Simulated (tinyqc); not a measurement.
Ways to reach the isolated limit: finite-size error of a charged defect in a periodic cell: Madelung and Makov-Payne terms. Computed by tinyqc, a small Python program. Command: `OMP_NUM_THREADS=1 python tinyqc.py 3004481 3004482 out.jsonl imagecharge walk`. One thread of a shared host (Intel(R) Xeon(R) Processor @ 2.30GHz), about 0.03 s of CPU time with the checks.

L is the cube root of the cell volume. The defect charge is a Gaussian, rho(r) = q (2 pi sigma^2)^(-3/2) exp(-r^2/2 sigma^2), repeated periodically in a uniform neutralising background and screened by a continuum. The model cell energy is E(L) = E_0 + [periodic - isolated electrostatic energy].

Inputs (values chosen for the exercise, for a model uniaxial host): charge q = 1 e; cell length L = 15 angstrom; dielectric constant eps_xy = 8.46; dielectric constant eps_z = 15.8; axis ratio c/a = 0.829; width sigma of the defect charge = 1.4 angstrom; formation energy of the isolated defect E_0 = 1.192 eV.

Supercell lattice: tetragonal. Screening: uniaxial.

scatter added to the six cells, standing for numerical noise (meV): [1.7, -0.048, -0.45, 2, -1.7, -2]

Constants: e^2/(4 pi eps_0) = 14.39964548 eV angstrom.

Method:
- Cell vectors: (1,0,0), (0,1,0), (0,0,c/a), scaled to volume L^3.
- Ewald sum for a unit point charge: scale each Cartesian component of the cell by 1/sqrt(eps_i), giving R', G' and V'; E = [ (1/2) sum erfc(eta R')/R' + (2 pi/V') sum exp(-G'^2/4 eta^2)/G'^2 - eta/sqrt(pi) - pi/(2 V' eta^2) ] e^2/(4 pi eps_0) / sqrt(eps_x eps_y eps_z), over n_i = -6..6, omitting n = (0,0,0), eta = 2/V'^(1/3). alpha = -2 E eps_g L/(e^2/(4 pi eps_0)), eps_g = (eps_x eps_y eps_z)^(1/3).
- Periodic energy of the Gaussian: (2 pi q^2/V) sum_(G != 0) exp(-sigma^2 G^2)/(G.eps.G) x e^2/(4 pi eps_0), n_i = -k..k with k = max(9, L/sigma rounded up). Isolated energy: q^2/(2 sqrt(pi) sigma) <1/(n.eps.n)> e^2/(4 pi eps_0), the mean over directions n (64 Gauss-Legendre points in cos(theta)).
- Cells of the same shape with L scaled by 0.7, 0.85, 1, 1.25, 1.5 and 2; the scatter is added to E(L).
- The point-charge correction scales as 1/L from its value at the input L.
- Least-squares fits of E(L) to a + b/L, a + c/L^3 or a + b/L + c/L^3; the estimate is a, and errors are against E_0.

Scaling data:
```
L (angstrom)  1/L (1/angstrom)  E(L) (eV)  E(L) + point-charge correction (eV)
10.50                0.0952381    1.03365                              1.20384
12.75                0.0784314    1.05734                              1.19749
15.00                0.0666667    1.07577                              1.19490
18.75                0.0533333    1.10039                              1.19569
22.50                0.0444444    1.11185                              1.19127
30.00                0.0333333    1.13084                              1.19041
```

point-charge correction -q^2 E = 0.119133 eV

nearest image = 13.2371 angstrom

Estimates of E_0:
```
way                              estimate (eV)  error (meV)
largest cell, uncorrected               1.1308      -61.160
largest cell, point-charge term         1.1904       -1.593
1/L fit, three smallest                 1.1733      -18.668
1/L fit, all six                        1.1831       -8.911
1/L^3 fit, all six                      1.1206      -71.419
1/L and 1/L^3, three smallest           1.1977        5.675
1/L and 1/L^3, all six                  1.1881       -3.909
corrected data, 1/L^3 fit               1.1908       -1.189
```

coefficient b of the full fit = -1.7178 eV angstrom

What does the comparison show, and why?

Best here: corrected data, 1/L^3 fit (-1.2 meV); worst: 1/L^3 fit, all six (-71 meV). The fitted b is 96.1 % of the Madelung value -q^2 alpha e^2/(8 pi eps_0 eps_g), so such a fit also measures the screening. A pure 1/L fit lands below E_0, because the positive 1/L^3 term flattens the small-cell points.

Extremes, crossings and ranges named in words are read from the listed rows.
